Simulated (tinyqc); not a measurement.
Sublattice potential against complex hopping: Haldane model. Computed by the program tinyqc. 

Honeycomb lattice:

| parameter | value |
|---|---|
| t1 (eV) | 0.980000 |
| t2 (eV) | 0.070000 |
| phi (rad) | 1.240000 |

H_AA = delta - 2 t2 sum cos(k.b + phi), H_BB = -delta - 2 t2 sum cos(k.b - phi), H_AB = -t1 (1 + exp(-i k.a1) + exp(-i k.a2)), b = a1, a2 - a1, -a2, m = 3 sqrt3 t2 sin(phi); the sign of the Chern number follows the orientation k1 then k2.

Gaps at the two valleys (eV) and Chern number of the lower band (12 x 12 mesh):

| delta | gap 2\|delta - m\| | gap 2\|delta + m\| | Chern number |
|---|---|---|---|
| -0.619 | 1.926 | 0.550 | 0 |
| -0.447 | 1.582 | 0.206 | 0 |
| -0.206 | 1.100 | 0.276 | -1 |
| 0.000 | 0.688 | 0.688 | -1 |
| 0.138 | 0.412 | 0.964 | -1 |
| 0.258 | 0.172 | 1.204 | -1 |
| 0.430 | 0.172 | 1.548 | 0 |
| 0.688 | 0.688 | 2.064 | 0 |

Here |m| = 0.3440 eV. For |delta| < |m| the two valleys have masses of opposite sign and the Chern number is +/-1; one gap closes at |delta| = |m|, and beyond it the band is trivial.
